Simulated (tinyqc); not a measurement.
Interface roughness in a thin film (subband fluctuation and scattering): one step. The angular integrand. Four cases, with inputs chosen for the exercise.

Problem. kF, qs, and exp(-q^2 Lc^2/4)(1 - cos theta) without and with the factor 1/eps^2 at theta = 30, 60, ..., 180 degrees.

Gaussian roughness spectrum S(q) = pi D^2 Lc^2 exp(-q^2 Lc^2/4). Degenerate gas, taken to fill one subband (the second starts to fill once c kF^2/md exceeds E2 - E1, which is not tested here): kF = sqrt(2 pi Ns/gv), q = 2 kF sin(theta/2), 1/tau = (md/(2 pi c hbar)) G^2 times the integral from 0 to pi of S(q)(1 - cos theta)/eps(q)^2 dtheta, eps(q) = 1 + qs/q with screening (qs = gv md q0/(c eps), q0 = e^2/(4 pi eps0), form factors left out, which overstates the screening; other scattering is left out too, so these values lie far above measured mobilities in all but the thinnest films) or 1 without; mobility = tau c2/md with c2 = e/m0 = 1.75882e15 cm^2/(V s^2); 1e12/cm^2 = 1e-4/angstrom^2.

Constants: hbar^2/2m0 = 3.80998211 eV angstrom^2; e^2/(4 pi eps0) = 14.39964547 eV angstrom.

Give: kF; qs; Integrand.

Case 1.

Values chosen (near those of a thin Ge channel on (111), one valley; shifted at random, so the results belong to these values and not to a real crystal):
- md = 0.082 m0 (mass in the plane)
- gv = 1 (valleys)
- Lc = 56 angstrom (correlation length)
- Ns = 1.1 x 1e12/cm^2 (sheet density)
- eps = 12.3 (mean dielectric constant at the channel)

Solution.

kF = 0.02629 1/angstrom
qs = 0.0252 1/angstrom

Integrand:
```
theta  q (1/angstrom)   bare  eps(q)  screened
30             0.0136  0.116    2.85    0.0143
60             0.0263  0.291    1.96    0.0758
90             0.0372  0.338    1.68     0.120
120            0.0455  0.295    1.55     0.122
150            0.0508  0.247    1.50     0.110
180            0.0526  0.229    1.48     0.105
```

kF Lc = 1.47: the spectrum cuts off large angles, and the bare integrand is largest at 90 degrees among these rows.

Case 2.

Values chosen (near those of a thin Si channel on (100), two-fold valleys; shifted at random, so the results belong to these values and not to a real crystal):
- md = 0.193 m0 (mass in the plane)
- gv = 2 (valleys)
- Lc = 46 angstrom (correlation length)
- Ns = 1.4 x 1e12/cm^2 (sheet density)
- eps = 8 (mean dielectric constant at the channel)

Solution.

kF = 0.02097 1/angstrom
qs = 0.1824 1/angstrom

Integrand:
```
theta  q (1/angstrom)   bare  eps(q)  screened
30             0.0109  0.126   17.80  0.000397
60             0.0210  0.396    9.70   0.00421
90             0.0297  0.628    7.15    0.0123
120            0.0363  0.746    6.02    0.0206
150            0.0405  0.783    5.50    0.0259
180            0.0419  0.789    5.35    0.0276
```

kF Lc = 0.96: the roughness is short-ranged for these electrons, and back-scattering dominates.

Case 3.

Values chosen (near those of a thin Ge channel on (111), one valley; shifted at random, so the results belong to these values and not to a real crystal):
- md = 0.083 m0 (mass in the plane)
- gv = 1 (valleys)
- Lc = 22 angstrom (correlation length)
- Ns = 1.6 x 1e12/cm^2 (sheet density)
- eps = 12.5 (mean dielectric constant at the channel)

Solution.

kF = 0.03171 1/angstrom
qs = 0.0251 1/angstrom

Integrand:
```
theta  q (1/angstrom)   bare  eps(q)  screened
30             0.0164  0.130    2.53    0.0203
60             0.0317  0.443    1.79     0.138
90             0.0448  0.784    1.56     0.322
120            0.0549   1.04    1.46     0.491
150            0.0613   1.19    1.41     0.596
180            0.0634   1.23    1.40     0.631
```

kF Lc = 0.70: the roughness is short-ranged for these electrons, and back-scattering dominates.

Case 4.

Values chosen (near those of a thin GaN channel; shifted at random, so the results belong to these values and not to a real crystal):
- md = 0.201 m0 (mass in the plane)
- gv = 1 (valleys)
- Lc = 44 angstrom (correlation length)
- Ns = 4.5 x 1e12/cm^2 (sheet density)
- eps = 9.1 (mean dielectric constant at the channel)

Solution.

kF = 0.05317 1/angstrom
qs = 0.0835 1/angstrom

Integrand:
```
theta  q (1/angstrom)     bare  eps(q)  screened
30             0.0275   0.0928    4.03   0.00571
60             0.0532    0.127    2.57    0.0193
90             0.0752   0.0648    2.11    0.0145
120            0.0921   0.0247    1.91   0.00680
150            0.1027   0.0113    1.81   0.00344
180            0.1063  0.00839    1.78   0.00263
```

kF Lc = 2.34: the spectrum cuts off large angles, and the bare integrand is largest at 60 degrees among these rows.

Computed by tinyqc, one run a case: `OMP_NUM_THREADS=1 python tinyqc.py N N+1 out.jsonl` with N = 1250621, 1250847, 1250883, 1251082; one thread of a shared Intel(R) Xeon(R) Processor @ 2.30GHz, about 0.01 s a run at most.
